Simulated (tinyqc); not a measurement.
Comparisons within one model: round or elliptic silicon nanowire with anisotropic valleys (Ritz method). A value that a table varies takes the place of the one given here.

Wire along x = [110] on a (001) wafer, y = [-110], z = [001]. Valley groups (w = inverse masses): A, two valleys along z: w_y = 1/mt, w_z = 1/ml, m_x = mt; B, four valleys in the wafer plane: w_y = (1/ml + 1/mt)/2, w_z = 1/mt, m_x = (ml + mt)/2.

Hard wall on the ellipse (y/a)^2 + (z/b)^2 = 1, c = hbar^2/2m0. With u = y/a, v = z/b the operator is -c [(w_y/a^2) d2/du2 + (w_z/b^2) d2/dv2] on the unit disc. Basis (1 - u^2 - v^2) u^i v^j; S, X and Y are the disc integrals of f f', (df/du)(df'/du) and (df/dv)(df'/dv), from the integral of u^p v^q = 2 Gamma((p+1)/2) Gamma((q+1)/2)/((p + q + 2) Gamma((p+q+2)/2)) for even p, q; H = c (w_y X/a^2 + w_z Y/b^2).

Converged values use 21 functions of each parity class (e or o in u, then in v).

Constants: hbar^2/2m0 = 3.80998211 eV angstrom^2.

Values chosen for the exercise (near those of a Si nanowire; the results hold for these values, not for the real material): ml = 0.931 m0 (longitudinal mass); mt = 0.187 m0 (transverse mass); a = 31 angstrom (semi-axis along y); b = 31 angstrom (semi-axis along z); asp = (0.4, 0.6, 0.8, 1, 1.3, 1.8, 2.5) (ratios a/b); area = 30.2 nm^2 (cross-section, kept fixed); hw = 1.5 (height over mean width).

## Size of the basis

Lowest level of each group with 1, 3, 6 and 21 even functions.

Levels (meV):

| functions | A | B |
|---|---|---|
| 1 | 76.38 | 101.79 |
| 3 | 72.39 | 97.96 |
| 6 | 72.32 | 97.94 |
| 21 | 72.31 | 97.94 |

What can be read from the table?

One function errs by 5.6 % for A and 3.9 % for B, six by 0.00046 and 2.9e-05 meV. The error grows with the axis ratio of the stretched ellipse (2.23, 1.29); for a circle it is 6/5.783 - 1 = 3.7 %.

## Flattening the wire at fixed area

a = sqrt(area x ratio/pi), b = a/ratio, 1 nm^2 = 100 angstrom^2; lowest level of each group.

Levels (eV):

| a/b | a (angstrom) | b (angstrom) | A | B |
|---|---|---|---|---|
| 0.4 | 19.6 | 49.0 | 0.1472 | 0.1151 |
| 0.6 | 24.0 | 40.0 | 0.1046 | 0.0979 |
| 0.8 | 27.7 | 34.7 | 0.0840 | 0.0950 |
| 1.0 | 31.0 | 31.0 | 0.0723 | 0.0979 |
| 1.3 | 35.4 | 27.2 | 0.0626 | 0.1072 |
| 1.8 | 41.6 | 23.1 | 0.0561 | 0.1282 |
| 2.5 | 49.0 | 19.6 | 0.0553 | 0.1618 |

What does this show?

Each group is lowest where its stretched ellipse is a circle, at a/b = sqrt(w_y/w_z): 2.23 for A and 0.77 for B. The lowest group is B in the first row and A in the last, crossing between a/b = 0.6 and 0.8; B - A is -32 meV in the first row and +106 meV in the last.

## Shape of the cross-section

Equal area, hard walls, lowest level of -c (w_y d2/dy2 + w_z d2/dz2), c = hbar^2/2m0. Rectangle W x H with H/W = hw; ellipse with b/a = hw; trapezoid of height H, base W/0.8 and top 0.6 of the base; isosceles triangle of height H and base 2W. Ellipse, trapezoid and triangle by converged Ritz bases; 1 nm^2 = 100 angstrom^2.

Levels:

| shape | A (eV) | B (eV) | B - A (meV) |
|---|---|---|---|
| rectangle | 0.1088 | 0.1044 | -4.4 |
| ellipse | 0.0962 | 0.0960 | -0.2 |
| trapezoid | 0.1020 | 0.1060 | 4.0 |
| triangle | 0.0766 | 0.1242 | 47.7 |

W = 44.9 angstrom
H = 67.3 angstrom

What does this show, and why?

For group A the order is triangle, ellipse, trapezoid, rectangle, spanning 42 %. For group B the order is ellipse, rectangle, trapezoid, triangle, spanning 29 %. The ellipse lies below the rectangle for both groups, since corners hold little of the wave function. The triangle is lowest for A, whose light mass lies across the width and gains from the wide base. The spacing B - A of the valley groups runs from -4 to 48 meV.

## What each parameter does

Lowest level of groups A and B. Each row changes one parameter from the base and keeps the others.

Results:

| case | A (eV) | B (eV) | B - A (meV) |
|---|---|---|---|
| base | 0.0723 | 0.0979 | 25.6 |
| a = 29 angstrom | 0.0807 | 0.1033 | 22.6 |
| b = 29 angstrom | 0.0743 | 0.1066 | 32.3 |
| ml = 1.043 m0 | 0.0708 | 0.0973 | 26.4 |
| mt = 0.168 m0 | 0.0789 | 0.1083 | 29.4 |

How do the results move?

The largest shifts from the base row, up to three for each result and ties (the steps differ in size, so this ranks the rows, not the parameters). A (eV): a +0.0083, mt +0.0066, b +0.0019. B (eV): mt +0.0104, b +0.0086, a +0.0053. B - A (meV): b +6.7, mt +3.8, a -3.0.

Computed by tinyqc, a small Python program: `OMP_NUM_THREADS=1 python tinyqc.py 1282215 1282216 out.jsonl` (the numbers bound the seed that draws the inputs); one thread of a shared host (Intel(R) Xeon(R) Processor @ 2.30GHz), about 0.05 s for the whole set of steps.
